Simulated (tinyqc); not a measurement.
What each parameter does: inversion layer as a triangular well, valleys of the Ge type.

Four ellipsoidal valleys (eight halves) with their long axes along <111>, mass ml along the axis and mt across it. For a valley whose axis makes the angle theta with the surface normal, 1/m_z = cos^2(theta)/ml + sin^2(theta)/mt sets the confinement; in the plane the masses are m_1 = mt and m_2 = ml mt/m_z, and m_d = sqrt(m_1 m_2). The Gamma and Delta valleys are left out; the heavy Delta valleys, about 0.18 eV up, can lie lowest under strong confinement.

The field is taken as constant, e F = 4 pi (e^2/4 pi eps0)(Nd + eta Ns)/eps, with 1e12/cm^2 = 1e-4/angstrom^2, and the oxide as a hard wall at z = 0; c = hbar^2/2m0.

Level j of a valley lies at E_j = a_j (c (e F)^2/m_z)^(1/3) above the band edge at the surface, with the Airy zeros a_j = 2.338107, 4.087949, 5.520560, 6.786708, 7.944134, 9.022651, 10.040174, 11.008524, 11.936016, 12.828777, and has <z> = 2 E_j/(3 e F).

Subband i holds n_i = g m_d/(2 pi c) kB T ln(1 + exp((EF - E_i)/kB T)) (spin included), and EF is fixed by sum n_i = Ns over the levels listed or, where none are listed, over j = 0 to 9 of each group; 1e12/cm^2 = 1e-4/angstrom^2.

Constants: hbar^2/2m0 = 3.80998211 eV angstrom^2; e^2/(4 pi eps0) = 14.39964547 eV angstrom; kB = 8.617333262e-05 eV/K.

Parameters, chosen for this exercise (near those of Ge; not measured data): ml = 1.614 m0 (longitudinal mass); mt = 0.082 m0 (transverse mass); eps = 15.7 (dielectric constant); Nd = 0.74 x 1e12/cm^2 (depletion charge); eta = 0.5 (share of Ns in the effective field); face = 110 (surface); Ns = 2 x 1e12/cm^2 (electron sheet density); T = 400 K (temperature).

Field, ladders and EF anew.

Results for these values:
```
case  lowest E (eV)  EF (eV)  share of lowest (%)  <z> (angstrom)
base         0.0957   0.0390                 56.0           39.61
```

What happens to each result for Nd = 0.37 x 1e12/cm^2, all else kept?

Answer: lowest E falls from 0.0957 to 0.0816; EF falls from 0.0390 to 0.0209; share of lowest falls from 56.0 to 50.3; <z> rises from 39.61 to 45.01.

The same for each parameter in turn:
```
case                   lowest E (eV)  EF (eV)  share of lowest (%)  <z> (angstrom)
base                          0.0957   0.0390                 56.0           39.61
Ns = 1 x 1e12/cm^2            0.0764  -0.0108                 48.7           47.39
Nd = 0.37 x 1e12/cm^2         0.0816   0.0209                 50.3           45.01
T = 360 K                     0.0957   0.0504                 59.7           38.56
ml = 1.775 m0                 0.0955   0.0372                 56.1           39.54
mt = 0.09 m0                  0.0931   0.0337                 54.9           38.78
eps = 14.1                    0.1028   0.0478                 58.6           37.49
```

tinyqc: `OMP_NUM_THREADS=1 python tinyqc.py 1282576 1282577 out.jsonl`; about 0.02 s, one thread, shared Intel(R) Xeon(R) Processor @ 2.30GHz.
